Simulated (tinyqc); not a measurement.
Raising U: Hubbard chain of 5 sites, mean field against exact. Computed by the program tinyqc. Collinear unrestricted mean field (the lowest of 40 random starts) against exact diagonalisation.

one-body matrix (hopping and site energies) (eV):
```
,1,2,3,4,5
1,0.1500,-0.5400,0.0000,0.0000,0.0000
2,-0.5400,-0.3600,-0.5400,0.0000,0.0000
3,0.0000,-0.5400,0.4700,-0.5400,0.0000
4,0.0000,0.0000,-0.5400,-0.3800,-0.5400
5,0.0000,0.0000,0.0000,-0.5400,-0.3800
```

electrons, up and down: 3  1

Exact and mean-field results (eV):
```
U,U/t,E exact,E mean field,mean |n_up - n_down|,"double occupancy, exact",first gap in the sector
0.270,0.500,-2.81737,-2.81207,0.400,0.126,0.281
1.080,2.000,-2.41030,-2.30975,0.400,0.077,0.216
1.620,3.000,-2.23302,-2.03750,0.446,0.055,0.176
2.160,4.000,-2.10571,-1.85617,0.679,0.040,0.146
3.240,6.000,-1.94207,-1.70223,0.741,0.023,0.107
4.320,8.000,-1.84499,-1.62261,0.763,0.014,0.084
6.480,12.000,-1.73820,-1.57003,0.794,0.007,0.058
10.800,20.000,-1.64694,-1.53376,0.798,2.59e-03,0.036
```

Estimate the missing row, U = 0.54.

Computed row:
```
U        U/t   E exact  E mean field  mean |n_up - n_down|  double occupancy, exact  first gap in the sector
0.540  1.000  -2.65922      -2.63522                 0.400                    0.108                    0.263
```

In absolute terms mean field is worst at U/t = 4.0, 0.250 eV too high: at small U it is nearly exact, and at large U it still misses the motion of the hole through a fluctuating spin background. Relative to the exact energy its error is 0.2 % at the smallest U, 12 % at most and 7 % at the largest. The double occupancy falls from 0.126 to 0.003.
